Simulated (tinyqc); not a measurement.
Voltage acceleration of oxide breakdown, four models on the same data: one step of the calculation.

Field E = V/tox in MV/cm. Models: ln(t63/1 s) = a - c X with X = E (E model), -1/E (1/E model), ln V (power law, c the exponent n) or sqrt(E).

Task. Fitting the models. The three stress times were made with the power model, c = 36.8, and are treated as data. For each model fit ln t63 on X by least squares over the three points.

Values chosen for this exercise: oxide thickness tox = 4.1 nm.

```
stress  V (V)  t63 (s)
0        4.36   8.64e5
1        5.09     2900
2        5.81    22.28
```

Give: c; a; largest misfit in ln t63 (0: below 0.002).

Result.

```
model       c       a  largest misfit in ln t63 (0: below 0.002)
E       2.988   45.32                                     0.2517
1/E     448.6  -28.41                                     0.2480
power   36.80   67.86                                     0.0000
sqrt E  21.00   82.09                                     0.1257
```

The worst misfit of any model is 0.25 in ln t63, a factor of 1.29 in time, comparable to the scatter of t63 from small samples, so such data hardly tell the models apart.

Range of the model: All four laws are empirical fits; none is established far below the stress range.

Numbers from tinyqc (`OMP_NUM_THREADS=1 python tinyqc.py 2070166 2070167 out.jsonl`; about 0.01 s on one thread of a shared Intel Xeon 2.30GHz).
